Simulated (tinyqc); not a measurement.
Metal gate on a two-layer dielectric stack with fixed charge and a dipole: flat band against the thickness t1.

Gate, layer 2, layer 1, p-type semiconductor; x runs from the gate inwards. Charges are counted in units of +q. psi is the band bending at the surface, positive towards inversion. Classical charge, Boltzmann statistics, no interface traps.

EOT = 3.9 (t1/e1 + t2/e2), Cox = eps0/(t1/e1 + t2/e2); phi_ms = pM - (chi + Eg - Vt ln(Nv/Na)). Vfb = phi_ms + Vd - (q/eps0) [Q1 (t1/e1 + t2/e2) + Q2 t2/e2 + r1 (t1^2/(2 e1) + t1 t2/e2) + r2 t2^2/(2 e2)]: each charge counts with its electrical distance from the gate. ni = sqrt(Nc Nv) exp(-Eg/(2 Vt)), Eg in volts, pB = Vt ln(Na/ni), Vth = Vfb + 2 pB + sqrt(4 q eps0 eps_r Na pB)/Cox.

Inputs (values chosen for the exercise); band and dielectric values those of a made-up semiconductor, layer 1 close to silicon dioxide, layer 2 close to aluminium oxide: temperature T = 300 K; band gap Eg = 1.17 eV; relative permittivity eps_r = 9.19; conduction-band density of states at T Nc = 2.55e19 cm^-3; valence-band density of states at T Nv = 2.66e19 cm^-3; electron affinity chi = 3.6 eV; acceptor density Na = 6.3e17 cm^-3; work function of the gate metal pM = 4.12 eV; relative permittivity of layer 1 e1 = 4.01; thickness of layer 2, next to the gate t2 = 2.7 nm; relative permittivity of layer 2 e2 = 8.86; fixed charge at the semiconductor interface Q1 = 1.3e12 cm^-2; fixed charge between the layers Q2 = 1.9e11 cm^-2; uniform charge density in layer 1 r1 = 0 cm^-3; uniform charge density in layer 2 r2 = 0 cm^-3; flat-band shift by a dipole layer between the layers Vd = 0.13 V.

Constants: q = 1.602176634e-19 C, kB = 1.380649e-23 J/K, Vt = kB T/q, eps0 = 8.8541878128e-14 F/cm where lengths are in cm. Results are converted to the units shown.

Flat band against the thickness t1:
```
t1 (nm),EOT (nm),Vfb (V),Vth (V)
0.5,1.675,-0.5347,0.6372
1,2.161,-0.5641,0.6643
1.5,2.647,-0.5934,0.6914
2,3.134,-0.6227,0.7185
2.5,3.620,-0.6521,0.7456
3,4.106,-0.6814,0.7727
3.5,4.592,-0.7107,0.7998
4,5.079,-0.7401,0.8269
```

What does the comparison show?

Vfb falls from -0.535 to -0.740 V and Vth rises from 0.637 to 0.827 V. The slope dVfb/dEOT is -60.3 mV/nm between the first two rows and -60.3 between the last two: a straight line, set by the charge below the growing layer, which reads as 1.30e12 cm^-2. A line through the end rows meets EOT = 0 at -0.434 V, against phi_ms + Vd = -0.423 V; an effective work function read from it is off by 120 mV from pM.

Computed by the program tinyqc: `OMP_NUM_THREADS=1 python tinyqc.py 2010113 2010114 out.jsonl`, one thread of a shared Intel Xeon 2.30GHz, about 0.01 s for the whole run.
